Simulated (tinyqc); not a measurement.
Three-phonon processes in a diatomic chain: dispersion, energy and momentum conservation, and decay channels of optical phonons: one step, computed by the program tinyqc. Command: `OMP_NUM_THREADS=1 python tinyqc.py 3120090 3120091 out.jsonl threeph walk`. One thread of a shared host (Intel(R) Xeon(R) Processor @ 2.30GHz), about 0.05 s of CPU time with the checks.

Cell length a, two atoms, one spring constant. x = q a/pi runs from -1 to 1; A and O are the acoustic and optical branches. Matrix elements are not computed: only conservation laws and occupation factors are followed.

Task: Dispersion. omega^2 = k (1/m + 1/M) -/+ k sqrt((1/m + 1/M)^2 - 4 sin^2(pi x/2)/(m M)); nu = 15.6333042 THz x sqrt(omega^2) for eV/(angstrom^2 u).

Inputs (values chosen for the exercise, for a model chain): light mass m = 27 u; heavy mass M = 62.6 u; spring constant k = 11 eV/angstrom^2.

Constants: nu for 1 eV/(angstrom^2 u) = 15.6333042 THz.

Give: the table «Branches» with the columns nu_A (THz), nu_O (THz), for x = 0.10, 0.20, 0.35, 0.50, 0.65, 0.80, 0.90, 1.00.

Result:

Branches:
```
x,nu_A (THz),nu_O (THz)
0.10,1.215,16.84
0.20,2.419,16.71
0.35,4.177,16.36
0.50,5.838,15.84
0.65,7.333,15.21
0.80,8.541,14.56
0.90,9.072,14.24
1.00,9.268,14.11
```
